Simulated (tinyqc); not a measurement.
# Box-like doped layer, carriers, mobility and sheet resistance: effect of the peak chemical concentration

An n-type layer from the surface x = 0 to the junction xj, N(x) = N0 for x < xb and N0 10^(-(x - xb)/Lt) beyond. Local neutrality (no depletion at surface or junction, no spilling of carriers), intrinsic carriers neglected, full ionisation of active dopants.

xj = xb + Lt log10(N0/Nb). Active dopant A = min(N, Ns); n = A - Nb; mobility mu = m1 + (m2 (T/300 K)^(-bt) - m1)/(1 + ((A + Nb)/Nr)^am). Dose = integral of N, carrier sheet density = integral of n, 1/Rs = q integral of n mu, mean mobility 1/(q Rs sheet density), Hall mobility (unit Hall factor) = integral of n mu^2 over integral of n mu, Hall sheet density = (integral of n mu)^2/integral of n mu^2; all from 0 to xj. Integrals on 4000 steps.

Inputs (values chosen for the exercise); values close to those of phosphorus in silicon over a p-type background:
- T = 400 K (temperature)
- Nb = 1e17 cm^-3 (background doping of the opposite type)
- m1 = 71.2 cm^2/(V s) (mobility limit at high doping)
- m2 = 1400 cm^2/(V s) (mobility limit at low doping, at 300 K)
- Nr = 9.03e16 cm^-3 (reference doping of the mobility law)
- am = 0.724 (exponent of the mobility law)
- bt = 2.2 (temperature exponent of m2)
- Ns = 3.95e20 cm^-3 (solubility limit of active dopant)
- xb = 12 nm (depth of the flat top)
- Lt = 0.85 nm/decade (abruptness of the tail)

Constants: q = 1.602176634e-19 C. Results are converted to the units shown.

Effect of the peak chemical concentration:
columns A: N0 (cm^-3); B: xj (nm); C: dose (cm^-2); D: carriers (cm^-2); E: Rs (ohm/square); F: mean mobility (cm^2/(V s)); G: Rs xj (ohm nm); H: Hall/true sheet density
```
A           B         C         D        E      F        G       H
1e18    12.85  1.233e12  1.105e12  3.392e4  166.6  4.358e5  0.9981
2.5e18  13.19  3.089e12  2.957e12  1.670e4  126.4  2.203e5  0.9960
6.3e18  13.53  7.789e12  7.654e12     8045  101.4  1.088e5  0.9951
1.6e19  13.87  1.979e13  1.965e13     3645  87.15  5.057e4  0.9959
4e19    14.21  4.947e13  4.933e13     1590  79.60  2.259e4  0.9974
1e20    14.55  1.237e14  1.235e14    668.4  75.58     9725  0.9986
2.5e20  14.89  3.092e14  3.091e14    274.8  73.48     4092  0.9993
6.4e20  15.24  7.916e14  4.955e14    172.9  72.84     2635  0.9996
1.6e21  15.57  1.979e15  5.088e14    168.4  72.84     2623  0.9996
```

What does the table show?

As N0 goes from 1e18 to 1.6e21, xj rises from 12.8 to 15.6 nm, Rs falls from 33900 to 168 ohm/square, the mean mobility falls from 167 to 72.8 cm^2/(V s) and the share of the dose that conducts goes from 89.6 through a maximum of 100 (at N0 = 2.5e20 among the rows listed) to 25.7 %. Rs goes as dose^(-0.77) at the low end and dose^(-0.03) at the high end; constant mobility and activation would give -1. Above N0 = Ns = 3.95e20 cm^-3 added dopant only widens the clipped top. For N0 = 1e18, 2.5e18, 6.3e18 depletion at the junction, left out, would remove a tenth of the carriers or more.

Program tinyqc, `OMP_NUM_THREADS=1 python tinyqc.py 2110131 2110132 out.jsonl`; Intel Xeon 2.30GHz, shared host, one thread, about 0.01 s.
